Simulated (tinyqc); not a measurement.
Electron-beam lithography: double-Gaussian proximity function, edge placement and dose correction for parallel lines: one step, computed by the program tinyqc.

Lines are infinitely long. Absorbed energy is counted so that the middle of a very large area written at dose 1 receives 1; the resist develops where it exceeds 1/2.

Problem. Dose to size and latitude. A test line of width w << beta in surroundings of density rho, all at dose d: near its edge E(x) = d [S + eta rho]/(1 + eta), S = [erf((b - x)/alpha) - erf((a - x)/alpha)]/2 for edges a and b, the second term being the background energy. Dose to size d_s = (1 + eta)/(erf(w/alpha) + 2 eta rho), dose = d_s D0; edge slope d [1 - exp(-w^2/alpha^2)]/(sqrt(pi) alpha (1 + eta)); width change per 1 % of dose = 2 x 0.01 x (1/2)/slope.

Inputs (values chosen for the exercise, of the order of those for 10 keV electrons in resist on silicon):
```
quantity                              value               unit
forward range alpha                   0.015         micrometre
backscatter ratio eta                  0.53                  -
base dose D0                            290  microcoulomb/cm^2
width of the test line                0.032         micrometre
pattern density around the test line   0.18                  -
```

Give: dose to size d_s; dose; edge slope; width change per 1 % of dose; background energy.

Solution.

dose to size d_s = 1.288

dose = 373.4 microcoulomb/cm^2

edge slope = 0.03132 1/nm

width change per 1 % of dose = 0.3193 nm

background energy = 0.08029

The background supplies 16 % of the threshold.
